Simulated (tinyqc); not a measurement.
# Crystal pulling from the melt: segregation, interface stability, heat balance and point-defect regime, step by step

A worked calculation. Computed by tinyqc, a small Python program that keeps every step. Command: `OMP_NUM_THREADS=1 python tinyqc.py 3018691 3018692 out.jsonl pull walk`. One thread of a shared host (Intel(R) Xeon(R) Processor @ 2.30GHz), about 0.01 s of CPU time with the checks. Intermediate numbers are printed to about 6 digits and carried at full precision; extremes and crossings named in words are read from the listed rows.

A dilute solute; steady pulling with a flat interface unless it is found unstable.

Inputs (values chosen for the exercise, for a model semiconductor):
```
quantity                         value          unit
equilibrium coefficient k0      0.0021             -
initial melt concentration C0  8.1e+19        1/cm^3
diffusivity in the melt D      0.00017        cm^2/s
kinematic viscosity nu          0.0033        cm^2/s
crystal rotation                    30           rpm
pull rate V                        0.4        mm/min
gradient in the melt G_L            11          K/cm
solid conductivity k_S            22.1       W/(m K)
melt conductivity k_L             62.2       W/(m K)
latent heat per volume L          4260        J/cm^3
melting point T_m                 1685             K
interface energy gamma            0.32         J/m^2
frozen fraction g                 0.29             -
critical ratio xi_c               0.13  mm^2/(min K)
```

Loss from the melt surface: none.

Constants: k_B = 1.380649e-23 J/K.

## Boundary layer and effective coefficient

delta = 1.61 D^(1/3) nu^(1/6) omega^(-1/2), omega = 2 pi rpm/60; k_eff = k0/[k0 + (1 - k0) exp(-V delta/D)] (Burton, Prim and Slichter); the melt at the interface is enriched by k_eff/k0.

boundary layer delta = 194.157 micrometre

V delta/D = 0.0761400

k_eff = 0.00226576

enrichment at the interface = 1.07893

k_eff has moved 0.0 % of the way from k0 to 1. A 10 % ripple of V gives striations of 0.76 % in C_s, since d ln k_eff/d ln V = (1 - k_eff) V delta/D.

## Concentration at the frozen fraction g

Axial profile: C_s = k_eff C0 (1 - g)^(k_eff - 1); bulk melt C_L = C_s/k_eff. Usable fraction: the g at which C_s has changed by 30 % from its first value (0.99 at most).

C_s = 2.58288e+17 1/cm^3

C_L = 1.13996e+20 1/cm^3

usable fraction = 0.231227

C_s rises along the crystal.

## Heat balance and the ratio V/G

k_S G_S = k_L G_L + L V; the largest rate for this G_S, with G_L = 0, is k_S G_S/L. Voronkov: the crystal grows vacancy-rich if V/G_S > xi_c and interstitial-rich if below; at fixed G_L the neutral rate solves V = xi_c G_S(V).

gradient in the solid G_S = 43.8100 K/cm

largest rate = 1.36366 mm/min

V/G_S = 0.0913034 mm^2/(min K)

neutral pull rate = 0.691111 mm/min

V/G_S is 0.70 xi_c: interstitials survive and can form dislocation loops. Latent heat makes up 29 % of the flux.

## Constitutional supercooling

Liquidus slope per concentration (van 't Hoff): |m| = k_B T_m^2 (1 - k0)/L. Solute gradient at the interface: G_C = (V/D) C_s (1 - k0)/k0. Constitutional supercooling sets in when |m| G_C > G_L. Critical C_s from the equality.

|m| = 9.18249e-21 K cm^3

|m| G_C = 4.41969 K/cm

critical C_s = 6.42843e+17 1/cm^3

ratio |m| G_C/G_L = 0.401790

The interface is stable by this test, with a margin of 2.5.

## Morphological stability

Liquidus slope per concentration (van 't Hoff): |m| = k_B T_m^2 (1 - k0)/L. Solute gradient at the interface: G_C = (V/D) C_s (1 - k0)/k0. Constitutional supercooling sets in when |m| G_C > G_L. Mullins-Sekerka for a thick solute layer: a ripple of wave number w grows if S(w) = -Gam w^2 - G* + |m| G_C (w* - V/D)/(w* - (1 - k0) V/D) > 0, Gam = gamma T_m/L, G* = (k_S G_S + k_L G_L)/(k_S + k_L), w* = V/(2D) + sqrt((V/(2D))^2 + w^2). The critical C_s is that at which the maximum of S over w is zero.

critical C_s, Mullins-Sekerka = 1.14633e+18 1/cm^3

wavelength at onset = 3177.30 micrometre

ratio to the constitutional value = 1.78322

The full theory allows 1.78 times more solute: the weighted gradient G* replaces G_L, and capillarity and lateral diffusion help. At g the interface is stable. Caution: the onset wavelength exceeds the stirred boundary layer, so flow cuts off the solute field assumed in this theory.

## Along the crystal

Axial profile: C_s = k_eff C0 (1 - g)^(k_eff - 1); bulk melt C_L = C_s/k_eff.

Axial profile:
```
g     C_s (1/cm^3)  C_s/C_s(0)  the same for k0, no loss  C_s over constitutional limit  C_s over Mullins-Sekerka limit
0.00   1.83527e+17      1.0000                    1.0000                        0.28549                         0.16010
0.20   2.29292e+17      1.2494                    1.2494                        0.35669                         0.20002
0.40   3.05524e+17      1.6647                    1.6649                        0.47527                         0.26652
0.60   4.57865e+17      2.4948                    2.4952                        0.71225                         0.39942
0.75   7.31805e+17      3.9875                    3.9884                        1.13839                         0.63839
0.85   1.21826e+18      6.6381                    6.6402                        1.89512                         1.06275
0.92   2.28099e+18     12.4287                   12.4339                        3.54829                         1.98983
0.97   6.06915e+18     33.0695                   33.0888                        9.44111                         5.29442
```

C_s changes by a factor 33.1 up to g = 0.97, against 33.1 for k0 without loss. The constitutional limit is passed from g = 0.75 on, the full limit from g = 0.85 on: from there on the crystal breaks down unless V is cut.

Checks made by the program: the striation formula against a difference (relative difference below 1e-10).
